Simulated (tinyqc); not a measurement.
Deformation potentials from a strained empirical pseudopotential: one step. Xu of the L valleys and d. Two cases, with inputs chosen for the exercise.

Task: For the tensor strain exy = eyz = ezx = h: E(L [111]) - E(L [1-1-1]) = (8/3) Xu h, and E(single valence level) - E(pair) = 3 sqrt(3) d h. Find Xu and d.

Give: Xu (L); d.

Case 1.

Values chosen (out of a larger set: near those of Si; not measured data): h = 0.001 (size of the test strain).

L [111], L [1-1-1] (eV): 2.0610641  2.0292855

valence levels (eV): -0.0132211  0.0066106  0.0066106

Result:

Xu (L) = 11.92 eV
d = -3.82 eV

Case 2.

Values chosen (out of a larger set: near those of Si; not measured data): h = 0.002 (size of the test strain).

L [111], L [1-1-1] (eV): 1.9944659  1.9296299

valence levels (eV): -0.0324019  0.0162009  0.0162009

Result:

Xu (L) = 12.16 eV
d = -4.68 eV

Computed by tinyqc, one run a case: `OMP_NUM_THREADS=1 python tinyqc.py N N+1 out.jsonl` with N = 1850106, 1850165; one thread of a shared Intel(R) Xeon(R) Processor @ 2.30GHz, about 0.2 s a run at most.
